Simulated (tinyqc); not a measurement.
Bulk resistivity and mean free path from two films.

Question. In the thick-film limit single-crystal films obey rho = rho0 (1 + 3 (1 - ps) lam/(8 d)). Find rho0, lam and the product rho0 lam.

Inputs (values chosen for the exercise):

| symbol | value | unit | meaning |
|---|---|---|---|
| ps | 0 |  | specular share of surface scattering |

rho at d = 38 and 99 nm (uohm cm): 6.2153289  5.7129545

Solution. rho is a straight line in 1/d: the intercept is rho0 and the slope (3/8)(1 - ps) rho0 lam. Without ps only the product (1 - ps) lam could be found.

rho0 = 5.40 uohm cm
lam = 15.3 nm
rho0 lam = 82.6 uohm cm nm

Numbers from tinyqc (`OMP_NUM_THREADS=1 python tinyqc.py 2100036 2100037 out.jsonl`; about 0.01 s on one thread of a shared Intel Xeon 2.30GHz).
